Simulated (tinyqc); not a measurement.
Inside a calculation. Model: on-chip power grid, static voltage drop by conjugate gradients.

Program tinyqc, `OMP_NUM_THREADS=1 python tinyqc.py 2770212 2770213 out.jsonl`; Intel Xeon 2.30GHz, shared host, one thread, about 0.1 s. Printed values are rounded.

A grid of 4 rows and 3 columns, node k = 3 row + column. Neighbours in a row are joined by Rx, in a column by Ry; pad nodes, which reach the supply through Rp: 0, 11. Each node draws I0, node 5 draws kh I0. The drops u = Vdd - V solve G u = i, with G the conductance matrix (1/Rp added on the diagonal at pad nodes).

Parameters, values chosen for the exercise: supply voltage Vdd = 0.7 V; resistance of a horizontal segment Rx = 0.33 ohm; resistance of a vertical segment Ry = 0.31 ohm; resistance from a pad node to the supply Rp = 0.49 ohm; load current of an ordinary node I0 = 1.5 mA; factor on the load at the hot node kh = 8.

## Diagonal of G, loads and first direction

G_kk = sum of the conductances at node k. Start u = 0, so the residual is r = i; z = r/G_kk (Jacobi preconditioner), p = z.

G_kk (S):

|  | col 0 | col 1 | col 2 |
|---|---|---|---|
| row 0 | 8.29693 | 9.28641 | 6.25611 |
| row 1 | 9.48192 | 12.5122 | 9.48192 |
| row 2 | 9.48192 | 12.5122 | 9.48192 |
| row 3 | 6.25611 | 9.28641 | 8.29693 |

r at the start (mA):

|  | col 0 | col 1 | col 2 |
|---|---|---|---|
| row 0 | 1.5 | 1.5 | 1.5 |
| row 1 | 1.5 | 1.5 | 12 |
| row 2 | 1.5 | 1.5 | 1.5 |
| row 3 | 1.5 | 1.5 | 1.5 |

p at the start (mV):

|  | col 0 | col 1 | col 2 |
|---|---|---|---|
| row 0 | 0.180790 | 0.161526 | 0.239766 |
| row 1 | 0.158196 | 0.119883 | 1.26557 |
| row 2 | 0.158196 | 0.119883 | 0.158196 |
| row 3 | 0.239766 | 0.161526 | 0.180790 |

## Iteration 1: conjugate-gradient step

u at the start (mV):

|  | col 0 | col 1 | col 2 |
|---|---|---|---|
| row 0 | 0 | 0 | 0 |
| row 1 | 0 | 0 | 0 |
| row 2 | 0 | 0 | 0 |
| row 3 | 0 | 0 | 0 |

q = G p; with z = r/G_kk: a = (r.z)/(p.q); u(new) = u + a p; r(new) = r - a q; b = (r.z)(new)/(r.z); p(new) = z(new) + b p.

q (mA):

|  | col 0 | col 1 | col 2 |
|---|---|---|---|
| row 0 | 0.5002 | -0.1611 | -3.0719 |
| row 1 | 0.0432 | -3.7222 | 10.3530 |
| row 2 | -0.1470 | -0.3665 | -3.5289 |
| row 3 | 0.5002 | -0.1611 | 0.5002 |

a = 1.55888

u after iteration 1 (mV):

|  | col 0 | col 1 | col 2 |
|---|---|---|---|
| row 0 | 0.28183 | 0.25180 | 0.37376 |
| row 1 | 0.24661 | 0.18688 | 1.97286 |
| row 2 | 0.24661 | 0.18688 | 0.24661 |
| row 3 | 0.37376 | 0.25180 | 0.28183 |

r after iteration 1 (mA):

|  | col 0 | col 1 | col 2 |
|---|---|---|---|
| row 0 | 0.72022 | 1.75118 | 6.28878 |
| row 1 | 1.43263 | 7.30245 | -4.13899 |
| row 2 | 1.72920 | 2.07138 | 7.00119 |
| row 3 | 0.72022 | 1.75118 | 0.72022 |

b = 1.07211

p after iteration 1 (mV):

|  | col 0 | col 1 | col 2 |
|---|---|---|---|
| row 0 | 0.28063 | 0.36175 | 1.26228 |
| row 1 | 0.32069 | 0.71215 | 0.92031 |
| row 2 | 0.35197 | 0.29408 | 0.90798 |
| row 3 | 0.37218 | 0.36175 | 0.28063 |

## Iteration 2: conjugate-gradient step

As before.

q (mA):

|  | col 0 | col 1 | col 2 |
|---|---|---|---|
| row 0 | 0.19768 | -3.61341 | 3.83199 |
| row 1 | -1.15790 | 3.03443 | -0.43254 |
| row 2 | 0.21115 | -3.60268 | 3.84420 |
| row 3 | 0.09679 | 0.43250 | -1.69677 |

a = 2.68149

u after iteration 2 (mV):

|  | col 0 | col 1 | col 2 |
|---|---|---|---|
| row 0 | 1.03434 | 1.22183 | 3.75856 |
| row 1 | 1.10655 | 2.09652 | 4.44067 |
| row 2 | 1.19042 | 0.97545 | 2.68134 |
| row 3 | 1.37176 | 1.22183 | 1.03434 |

r after iteration 2 (mA):

|  | col 0 | col 1 | col 2 |
|---|---|---|---|
| row 0 | 0.1901 | 11.4405 | -3.9867 |
| row 1 | 4.5375 | -0.8344 | -2.9791 |
| row 2 | 1.1630 | 11.7319 | -3.3070 |
| row 3 | 0.4607 | 0.5914 | 5.2701 |

b = 1.84002

p after iteration 2 (mV):

|  | col 0 | col 1 | col 2 |
|---|---|---|---|
| row 0 | 0.53929 | 1.89759 | 1.68537 |
| row 1 | 1.06863 | 1.24369 | 1.37920 |
| row 2 | 0.77029 | 1.47874 | 1.32192 |
| row 3 | 0.75845 | 0.72931 | 1.15156 |

## Iteration 3: conjugate-gradient step

As before.

q (mA):

|  | col 0 | col 1 | col 2 |
|---|---|---|---|
| row 0 | -4.72304 | 6.86848 | 0.34456 |
| row 1 | 2.13946 | -2.74770 | -0.39225 |
| row 2 | -3.07105 | 5.79779 | -0.11040 |
| row 3 | 0.05012 | -3.78535 | 3.08008 |

a = 2.18150

u after iteration 3 (mV):

|  | col 0 | col 1 | col 2 |
|---|---|---|---|
| row 0 | 2.21080 | 5.36142 | 7.43519 |
| row 1 | 3.43777 | 4.80964 | 7.44940 |
| row 2 | 2.87080 | 4.20133 | 5.56512 |
| row 3 | 3.02633 | 2.81282 | 3.54647 |

r after iteration 3 (mA):

|  | col 0 | col 1 | col 2 |
|---|---|---|---|
| row 0 | 10.4935 | -3.5431 | -4.7383 |
| row 1 | -0.1297 | 5.1598 | -2.1234 |
| row 2 | 7.8625 | -0.9160 | -3.0662 |
| row 3 | 0.3513 | 8.8492 | -1.4491 |

b = 1.04457

p after iteration 3 (mV):

|  | col 0 | col 1 | col 2 |
|---|---|---|---|
| row 0 | 1.82806 | 1.60063 | 1.00310 |
| row 1 | 1.10258 | 1.71150 | 1.21673 |
| row 2 | 1.63383 | 1.47145 | 1.05748 |
| row 3 | 0.84842 | 1.71474 | 1.02823 |

## Course of the conjugate-gradient iteration

Stop when |r| is below 1e-9 mA.

Course of the iteration:

| iteration | largest u (mV) | \|r\| (mA) |
|---|---|---|
| 1 | 1.97286 | 13.3 |
| 2 | 4.44067 | 18.8 |
| 3 | 7.44940 | 18.1 |
| 4 | 9.53640 | 14.9 |
| 5 | 10.7365 | 9.38 |
| 6 | 11.0314 | 3.94 |
| 7 | 11.0741 | 2.36 |
| 8 | 11.0984 | 0.990 |
| 9 | 11.0947 | 0.195 |
| 10 | 11.0939 | 7.53e-3 |
| 11 | 11.0940 | 1.80e-3 |
| 12 | 11.0940 | < 1e-11 |

Converged in 12 iterations for 12 unknowns; in exact arithmetic the method needs at most 12. The condition number of the scaled matrix is 69.0. Gauss-Seidel sweeps in node order need 397 to reach the same residual.

## Worst drop, pad currents and power lost

converged u (mV):

|  | col 0 | col 1 | col 2 |
|---|---|---|---|
| row 0 | 6.9757 | 9.2241 | 10.4280 |
| row 1 | 8.8118 | 9.7402 | 11.0940 |
| row 2 | 9.3108 | 9.3916 | 9.3117 |
| row 3 | 9.2688 | 8.7292 | 6.9893 |

Pad current u/Rp; worst drop as a share of Vdd; power lost in the grid and pads sum_k i_k u_k; power delivered sum_k i_k (Vdd - u_k).

worst drop = 11.0940 mV
share of Vdd = 1.58485 %
pad currents (mA): node 0 14.2361, node 11 14.2639
power lost = 0.280399 mW
power delivered = 19.6696 mW

The pad currents add up to the total load, 28.50 mA. The worst drop is at node 5; the hot node is 5.
